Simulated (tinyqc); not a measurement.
Piezoresistors in the (001) plane of a cubic crystal: effect of the direction of the resistor.

Plane stress in crystal axes x = [100], y = [010]. First-order piezoresistance: d rho_xx/rho = p11 sxx + p12 syy, d rho_yy/rho = p12 sxx + p11 syy, d rho_xy/rho = p44 sxy; a resistor along d = (cos th, sin th) changes by dR/R = d.(d rho/rho).d. Changes of geometry and second-order terms are left out.

For uniaxial stress along or across the current: pL = p11 - (A/2) sin^2(2 th), pT = p12 + (A/2) sin^2(2 th), A = p11 - p12 - p44. dR/R is for the given stress.

Inputs (values chosen for the exercise); coefficients close to those of lightly doped n-type silicon: piezoresistive coefficient p11 = -109 x 1e-11/Pa; piezoresistive coefficient p12 = 51.7 x 1e-11/Pa; piezoresistive coefficient p44 = -13.4 x 1e-11/Pa; stress sxx Sx = 131 MPa; stress syy Sy = 187 MPa; shear stress sxy St = -27 MPa.

Effect of the direction of the resistor:
```
th (deg),pL (1e-11/Pa),pT (1e-11/Pa),pL - pT (1e-11/Pa),dR/R (%)
0,-109.00,51.700,-160.70,-4.6111
10,-100.38,43.085,-143.47,-4.7587
20,-78.570,21.270,-99.839,-5.4312
30,-53.763,-3.5375,-50.225,-6.5476
45,-35.350,-21.950,-13.400,-8.7489
60,-53.763,-3.5375,-50.225,-11.047
75,-90.588,33.288,-123.88,-12.827
90,-109.00,51.700,-160.70,-13.610
```

The sum pL + pT = p11 + p12 = -57.3 holds in every row. |pL - pT|, which sets the output of a bridge under uniaxial stress, is largest at 0 and 90 degrees (161) and is 13.4 at 45 degrees. The change dR/R falls from -4.61 to -13.6 %.

Computed by the program tinyqc: `OMP_NUM_THREADS=1 python tinyqc.py 2530148 2530149 out.jsonl`, one thread of a shared Intel Xeon 2.30GHz, about 0.01 s for the whole run.
